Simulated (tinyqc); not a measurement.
Oxide trap near a transistor channel: two-state multiphonon kinetics, telegraph noise and bias instability: one step, computed by the program tinyqc.

An n-channel device under positive gate bias. The trap is empty (state 1) or holds an electron (state 2); both states are parabolas of equal curvature, and the electron reservoir is taken at the Fermi level of the channel.

Task: Many traps: shift under stress. For a normal spread of capture barriers (given for the stress field, with depth and field not resolved, k_0 being taken as the effective rate of the ensemble), traps with barrier below k_B T ln(k_0 t) are filled: dV(t) = (dV_max/2) erfc((mu_c - k_B T ln(k_0 t))/(sqrt(2) s_c)); local exponent n = d ln dV/d ln t (central difference, factor 1.01 in t).

Inputs (values chosen for the exercise, with an insulator like SiO2 on silicon): attempt rate k_0 at the interface = 2e+12 1/s; temperature T = 250 K; stress time t_s = 0.02 s; mean capture barrier mu_c = 0.97 eV; spread of the barriers s_c = 0.23 eV; saturation shift dV_max = 310 mV.

Parts treated: one trap and an ensemble.

Constants: k_B = 8.617333262e-05 eV/K.

Give: filling front k_B T ln(k_0 t_s); shift after t_s; local time exponent n.

Result:

filling front k_B T ln(k_0 t_s) = 0.52592 eV

shift after t_s = 8.2940 mV

local time exponent n = 0.21656
